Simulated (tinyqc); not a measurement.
Single-domain magnet: Stoner-Wohlfarth switching, Neel-Arrhenius retention, LLG dynamics and spin torque: one step, computed by the program tinyqc. Command: `OMP_NUM_THREADS=1 python tinyqc.py 3023848 3023849 out.jsonl macro walk`. One thread of a shared host (Intel(R) Xeon(R) Processor @ 2.30GHz), about 0.03 s of CPU time with the checks.

The moment is uniform, with unit vector m; z is the easy axis. mu_0 = 1.25663706212e-6 T m/A, gamma = 1.76085963023e11 rad/(s T).

Problem. Barrier in a tilted field. Energy over K_eff V: e(theta) = sin^2(theta) + 2 h cos(theta - psi) for m at the angle theta from +z and a field that points at psi from -z (it pulls m away from +z towards negative theta); h_sw = (cos^(2/3) psi + sin^(2/3) psi)^(-3/2). The metastable minimum and the saddle are the two roots of e'(theta) = sin(2 theta) - 2 h sin(theta - psi) on either side of theta_c = -arctan(tan^(1/3) psi).

Inputs (values chosen for the exercise, for a model magnet): temperature T = 358 K; field angle psi from the easy axis = 65 degrees; reversing field h = H/H_K = 0.19.

Shape: thin disc, easy axis normal to it.

stability factor Delta = 61.76086

Give: switching field h_sw; minimum theta; saddle theta; barrier / (K_eff V); barrier / (k_B T).

Solution.

switching field h_sw = 0.5445

minimum theta = -10.81 degrees

saddle theta = -84.43 degrees

barrier / (K_eff V) = 0.5351

barrier / (k_B T) = 33.05

The form (1 - h/h_sw)^n reproduces this barrier with n = 1.457; n is 2 for a field on the axis, and the approach to h_sw has the exponent 3/2 off the axis. Caution: a flat cylinder has a smaller N_z than the spheroid of the same t/d, so K_eff of a real disc is larger.
